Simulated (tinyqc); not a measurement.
Equal gaps, different models: fitting sp3s* parameters to three gaps by Newton steps.

sp3s* tight binding, nearest neighbours only: anion (a) at 0, cation (c) at a/4 (1,1,1), orbitals s, px, py, pz, s* on each; k in units of 2 pi/a. With phases e_j = exp(i (pi/2) k.n_j) for n = (1,1,1), (1,-1,-1), (-1,1,-1), (-1,-1,1): g0 = (e1+e2+e3+e4)/4, g1 = (e1+e2-e3-e4)/4, g2 = (e1-e2+e3-e4)/4, g3 = (e1-e2-e3+e4)/4. The diagonal holds the levels Esa, Epa, Exa (s*) and Esc, Epc, Exc. Anion-cation block: <sa|sc> = Vss g0; <sa|xc> = Vsapc g1; <xa|sc> = -Vscpa g1; <xa|xc> = Vxx g0; <xa|yc> = <ya|xc> = Vxy g3, <xa|zc> = <za|xc> = Vxy g2, <ya|zc> = <za|yc> = Vxy g1; <s*a|xc> = Vxapc g1; <xa|s*c> = -Vpaxc g1; y and z take g2 and g3 in place of g1; s-s* and s*-s* vanish.

Gaps are level 5 at Gamma, X = (1,0,0) and L = (1/2,1/2,1/2) less level 4 at Gamma; no spin-orbit coupling. Free parameters: Vss, Vsapc and Vpaxc. H is linear in them, so by Hellmann-Feynman J_ij = <u|dH/dp_j|u> for level 5 at point i less the same for level 4 at Gamma. Newton: p(new) = p + J^-1 (target - gaps); stop when all misses are below 1e-7 eV.

Constants: hbar^2/2m0 = 3.80998211 eV angstrom^2.

Inputs chosen for the exercise (out of a larger set: near a published set for GaAs, fitted to gaps, whose masses and valley positions are rough; not measured data):
- p = (-8.338, 1.047, -2.647, 3.667, 8.544, 6.701, -6.419, 1.95, 5.059, 4.494, 5.756, 4.828, 4.821) eV (start, order Esa, Epa, Esc, Epc, Exa, Exc, Vss, Vxx, Vxy, Vsapc, Vscpa, Vxapc, Vpaxc)
- tg = (1.2951, 2.1184, 1.6575) eV (target gaps at Gamma, X, L)
- a = 5.651 angstrom (lattice constant)

The same three targets are met with other triples of free parameters (those for which Newton converges within 3 eV of the start). Not fitted: level 5 at K = (3/4,3/4,0) above Ev, the spacing of levels 6 and 5 at X, the depth of level 2 at X below Ev, the valence width at Gamma, and the mass c q^2/(E(q) - E(0)) of level 5 along [100], q = 0.002 (2 pi/a), c = hbar^2/2m0.

Unfitted results:
```
free parameters    largest change (eV)  K (eV)  X spacing (eV)  level 2 at X (eV)  valence width (eV)  mass (m0)
start                            0.000   1.974           0.312              7.475              12.522     0.1171
Vss, Vxapc, Vpaxc                0.248   2.047           0.302              7.440              12.296     0.0962
Esc, Vxapc, Vpaxc                0.633   2.069           0.511              7.509              12.620     0.0977
Vss, Vsapc, Vpaxc                0.248   2.023           0.161              7.500              12.296     0.0943
Esa, Vxapc, Vscpa                0.791   2.048           0.308              7.604              13.086     0.0919
Vss, Exa, Exc                    0.313   2.050           0.325              7.461              12.296     0.0962
Esc, Vsapc, Exc                  0.898   2.057           0.389              7.623              12.620     0.0957
```

What does the comparison show?

All fitted rows have the same three gaps, yet they spread by 46 meV at K, 350 meV in the X spacing, 182 meV in level 2 at X, 791 meV in the valence width and 6.1 % in the mass. The smallest change of parameters, 0.248 eV, is that of Vss, Vxapc, Vpaxc; Vss, Vsapc, Vpaxc. A fit fixes what it was given and leaves the rest to the choice of free parameters.

Program tinyqc; command `OMP_NUM_THREADS=1 python tinyqc.py 1481110 1481111 out.jsonl`; about 0.1 s on one thread of a shared Intel(R) Xeon(R) Processor @ 2.30GHz.
